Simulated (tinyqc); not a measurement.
Switching kinetics of a ferroelectric film and the memory window of a ferroelectric gate stack: one step, computed by the program tinyqc.

Fields in MV/cm; 1 microcoulomb/cm^2 over eps_0 is 11.29409 MV/cm. In the stack (metal, ferroelectric, interlayer, channel) the channel is taken as a conductor.

Problem. Fields in the stack. Series stack: V = E_F t_F + E_I t_I and eps_I E_I = eps_F E_F + (1 - s) P/eps_0. Before switching P = -P_r, after it P = +P_s; in retention V = 0 and P = +P_r.

Inputs (values chosen for the exercise, for a model hafnia-based film):
```
quantity                                 value               unit
saturation polarisation P_s                 21  microcoulomb/cm^2
ratio P_r/P_s                             0.91                  -
coercive field E_c                        0.84              MV/cm
permittivity of the ferroelectric eps_F     28                  -
thickness t_F                               19                 nm
permittivity of the interlayer eps_I       7.5                  -
interlayer thickness t_I                   1.9                 nm
share s of P screened by trapped charge   0.79                  -
pulse height V                             3.4                  V
```

Give: E_F before switching; E_F after switching; E_I after switching; depolarising field in retention; depolarising field over E_c.

Solution.

E_F before switching = 1.743 MV/cm

E_F after switching = 0.8195 MV/cm

E_I after switching = 9.700 MV/cm

depolarising field in retention = 0.4400 MV/cm

depolarising field over E_c = 0.5239

Caution: E_F after switching lies below E_c, so switching stalls before P_s and that state is not reached.
